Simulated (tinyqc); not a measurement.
Worked calculation: Hueckel theory of the pi electrons with the omega technique, for the molecule ClC=Cc1cc[nH]c1 (SMILES; centres numbered as the heavy atoms are written). One step of it, computed by the program tinyqc.

Question. Omega technique, round 2. h_r = h_r(0) + omega q_r, omega = 0.6, with q_r = z_r - P_rr; 0.3 of the old diagonal is kept.

Hueckel matrix in units of beta (H = alpha + beta A):
```
          1Cl        2C        3C        4C        5C        6C        7N        8C
1Cl  2.000000  0.400000  0.000000  0.000000  0.000000  0.000000  0.000000  0.000000
2C   0.400000  0.000000  1.000000  0.000000  0.000000  0.000000  0.000000  0.000000
3C   0.000000  1.000000  0.000000  1.000000  0.000000  0.000000  0.000000  0.000000
4C   0.000000  0.000000  1.000000  0.000000  1.000000  0.000000  0.000000  1.000000
5C   0.000000  0.000000  0.000000  1.000000  0.000000  1.000000  0.000000  0.000000
6C   0.000000  0.000000  0.000000  0.000000  1.000000  0.000000  0.800000  0.000000
7N   0.000000  0.000000  0.000000  0.000000  0.000000  0.800000  1.500000  0.800000
8C   0.000000  0.000000  0.000000  1.000000  0.000000  0.000000  0.800000  0.000000
```

charge and bond-order matrix P:
```
           1Cl         2C         3C         4C         5C         6C         7N         8C
1Cl   1.982272   0.130470  -0.116894  -0.004283   0.026965  -0.006311  -0.020257   0.057086
2C    0.130470   1.030240   0.904520  -0.060224  -0.164902   0.058752   0.121214  -0.339033
3C   -0.116894   0.904520   1.023252   0.403578  -0.007233  -0.065178  -0.017992   0.011829
4C   -0.004283  -0.060224   0.403578   1.076607   0.503574  -0.080166  -0.193173   0.728205
5C    0.026965  -0.164902  -0.007233   0.503574   1.092677   0.809983  -0.212156  -0.093646
6C   -0.006311   0.058752  -0.065178  -0.080166   0.809983   1.030939   0.413003  -0.397784
7N   -0.020257   0.121214  -0.017992  -0.193173  -0.212156   0.413003   1.740182   0.428727
8C    0.057086  -0.339033   0.011829   0.728205  -0.093646  -0.397784   0.428727   1.023831
```

Centres:
```
centre  z_r, pi electrons of the neutral centre         h
1Cl                                           2  2.000000
2C                                            1  0.000000
3C                                            1  0.000000
4C                                            1  0.000000
5C                                            1  0.000000
6C                                            1  0.000000
7N                                            2  1.500000
8C                                            1  0.000000
```

Give: matrix after round 2.

Answer.

matrix after round 2:
```
        1Cl       2C       3C       4C       5C       6C      7N       8C
1Cl  2.0097   0.4000   0.0000   0.0000   0.0000   0.0000  0.0000   0.0000
2C   0.4000  -0.0173   1.0000   0.0000   0.0000   0.0000  0.0000   0.0000
3C   0.0000   1.0000  -0.0122   1.0000   0.0000   0.0000  0.0000   0.0000
4C   0.0000   0.0000   1.0000  -0.0432   1.0000   0.0000  0.0000   1.0000
5C   0.0000   0.0000   0.0000   1.0000  -0.0527   1.0000  0.0000   0.0000
6C   0.0000   0.0000   0.0000   0.0000   1.0000  -0.0164  0.8000   0.0000
7N   0.0000   0.0000   0.0000   0.0000   0.0000   0.8000  1.6449   0.8000
8C   0.0000   0.0000   0.0000   1.0000   0.0000   0.0000  0.8000  -0.0128
```
